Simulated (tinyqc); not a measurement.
Worked calculation: Pariser-Parr-Pople SCF with singles CI, for the molecule C=CC=CC=C[CH2+] (SMILES; centres numbered as the heavy atoms are written). One step of it, computed by the program tinyqc.

Problem. Singles CI, triplets. Over the 9 single excitations with the smallest orbital gaps: A = (e_a - e_i) delta - (ij|ab), with (pq|rs) = sum c_mp c_mq gamma_mn c_nr c_ns.

orbital energies (eV): -18.498015  -16.974099  -14.734520  -9.300365  -6.475292  -4.552858  -3.443635

coefficients:
```
,MO1,MO2,MO3,MO4,MO5,MO6,MO7
1C,0.190502,0.368557,-0.445771,-0.468148,0.465917,-0.380793,-0.218903
2C,0.336409,0.496002,-0.378008,-0.019146,-0.324118,0.503603,0.372675
3C,0.472026,0.343726,0.180897,0.529595,-0.226435,-0.318404,-0.439539
4C,0.505428,0.000000,0.501347,0.000000,0.503182,0.000000,0.489899
5C,0.472026,-0.343726,0.180897,-0.529595,-0.226435,0.318404,-0.439539
6C,0.336409,-0.496002,-0.378008,0.019146,-0.324118,-0.503603,0.372675
7C,0.190502,-0.368557,-0.445771,0.468148,0.465917,0.380793,-0.218903
```

repulsion gamma_rs (eV):
```
,1C,2C,3C,4C,5C,6C,7C
1C,10.740000,5.254632,3.823846,2.854524,2.326370,1.934648,1.671511
2C,5.254632,10.740000,5.252972,3.823846,2.854524,2.325994,1.934648
3C,3.823846,5.252972,10.740000,5.254632,3.824862,2.854524,2.326370
4C,2.854524,3.823846,5.254632,10.740000,5.254632,3.823846,2.854524
5C,2.326370,2.854524,3.824862,5.254632,10.740000,5.252972,3.823846
6C,1.934648,2.325994,2.854524,3.823846,5.252972,10.740000,5.254632
7C,1.671511,1.934648,2.326370,2.854524,3.823846,5.254632,10.740000
```

Give: triplet CI matrix; triplet excitation energies.

Solution.

triplet CI matrix (eV):
```
,3>4,2>4,3>5,1>4,3>6,2>5,3>7,1>5,2>6
3>4,1.153,0.000,0.000,-0.257,-0.077,-0.920,0.000,0.000,0.000
2>4,0.000,3.284,-0.920,0.000,0.000,0.000,0.262,0.991,0.143
3>5,0.000,-0.920,3.631,0.000,0.000,0.000,-0.138,-0.211,-1.323
1>4,-0.257,0.000,0.000,4.507,0.589,0.991,0.000,0.000,0.000
3>6,-0.077,0.000,0.000,0.589,5.761,-1.323,0.000,0.000,0.000
2>5,-0.920,0.000,0.000,0.991,-1.323,6.148,0.000,0.000,0.000
3>7,0.000,0.262,-0.138,0.000,0.000,0.000,6.733,-1.031,1.152
1>5,0.000,0.991,-0.211,0.000,0.000,0.000,-1.031,7.466,0.936
2>6,0.000,0.143,-1.323,0.000,0.000,0.000,1.152,0.936,7.674
```

triplet excitation energies (eV): 0.968  2.256  3.485  3.971  5.343  5.686  7.430  8.228  8.989
